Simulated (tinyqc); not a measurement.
Polytypes by hexagonality, and a cubic inclusion as a quantum well: sweeps and comparisons. A value that a table varies takes the place of the one given here.

Gap: E3 + (E2 - E3) h. Valence top Ev2 h and polarisation P2 h, both counted from 3C; Ec = Ev + gap.

A cubic inclusion of width L = N d in the host (h = 1) is a well of depth V = Ec(host) - Ec(3C). Square well with mass mismatch: k tan(k L/2) = (m_w/m_b) q, k = sqrt(m_w E/c), q = sqrt(m_b (V - E)/c), c = hbar^2/2m0, lowest root. The depth of the level, V - E, is its binding, and the transition to the valence top of the host is gap(host) - (V - E). The step in polarisation gives a field |F| = |P|/(eps eps0) in a thin inclusion, eps0 = 8.8541878e-12 F/m.

Constants: hbar^2/2m0 = 3.80998211 eV angstrom^2.

Values chosen for the exercise (of the order of those of GaN; not measured data): E3 = 3.292 eV (gap of the cubic polytype); E2 = 3.525 eV (gap of 2H); Ev2 = 0.066 eV (valence top of 2H above that of 3C); P2 = -0.0156 C/m^2 (spontaneous polarisation of 2H); m = (0.197, 0.21) m0 (electron mass along c in the cubic layer and in the host); d = 2.585 angstrom (thickness of a double layer); eps = 9.4 (dielectric constant); N = 5 (double layers in the cubic inclusion).

## Width of the inclusion

Without the field: square well. With it, the potential inside is |F| (z - L/2), the host conduction edge lies at V - |F| L/2 on one side and V + |F| L/2 on the other, and the lowest level E_F is found by finite differences (step 0.25 angstrom, wide box, good to about 1 meV). Holes sit in the host on the high side, so the transition is gap(host) - V + E_F - |F| L/2. A dash: bound by less than 2 meV or not at all.

Results:

| N | L (angstrom) | depth (eV) | transition (eV) | depth below the low side, with field (eV) | transition with field (eV) |
|---|---|---|---|---|---|
| 1 | 2.58 | 0.008 | 3.517 | - | - |
| 2 | 5.17 | 0.029 | 3.496 | - | - |
| 3 | 7.75 | 0.056 | 3.469 | 0.007 | 3.373 |
| 4 | 10.34 | 0.084 | 3.441 | 0.015 | 3.316 |
| 6 | 15.51 | 0.134 | 3.391 | 0.029 | 3.206 |
| 8 | 20.68 | 0.171 | 3.354 | 0.036 | 3.102 |
| 12 | 31.02 | 0.217 | 3.308 | 0.039 | 2.905 |

How do the results move?

The square well binds a level even at N = 1 (8 meV), as any symmetric one-dimensional well does; the depth grows to 217 of 299 meV, and the transition tends to E3 - Ev(host) = 3.226 eV. With the field the level is bound by 2 meV or more for N = 3, 4, 6, 8 and 12, and the transition is lowered by 96 meV at N = 3 and 403 meV at N = 12, where |F| L/2 = 291 meV. Free carriers or surface charge screen the field and the step between the two sides; with the field removed every row returns to its square-well depth, and the attraction to the hole, left out here, binds the electron further.

## What each parameter does

Well depth, depth of the level, transition without the field and field. Each row changes one parameter from the base and keeps the others.

Results:

| case | V (eV) | depth (eV) | transition (eV) | \|F\| (MV/cm) |
|---|---|---|---|---|
| base | 0.2990 | 0.1105 | 3.4145 | 1.874 |
| N = 6 | 0.2990 | 0.1338 | 3.3912 | 1.874 |
| Ev2 = 0.096 eV | 0.3290 | 0.1282 | 3.3968 | 1.874 |
| E3 = 3.272 eV | 0.3190 | 0.1222 | 3.4028 | 1.874 |
| E2 = 3.555 eV | 0.3290 | 0.1282 | 3.4268 | 1.874 |
| P2 = -0.0203 C/m^2 | 0.2990 | 0.1105 | 3.4145 | 2.439 |
| eps = 10.4 | 0.2990 | 0.1105 | 3.4145 | 1.694 |
| m = (0.236, 0.21) m0 | 0.2990 | 0.1136 | 3.4114 | 1.874 |

What can be read from the table?

The largest shifts from the base row, up to three for each result and ties (the steps differ in size, so this ranks the rows, not the parameters). V (eV): Ev2 +0.0300, E2 +0.0300, E3 +0.0200; unchanged at the printed digits by N, P2, eps and m. depth (eV): N +0.0233, Ev2 +0.0177, E2 +0.0177; unchanged at the printed digits by P2 and eps. transition (eV): N -0.0233, Ev2 -0.0177, E2 +0.0123; unchanged at the printed digits by P2 and eps. |F| (MV/cm): P2 +0.565, eps -0.180; unchanged at the printed digits by N, Ev2, E3, E2 and m.

(tinyqc, `OMP_NUM_THREADS=1 python tinyqc.py 1880551 1880552 out.jsonl`, Intel(R) Xeon(R) Processor @ 2.30GHz, 1 thread, shared host, about 0.05 s.)
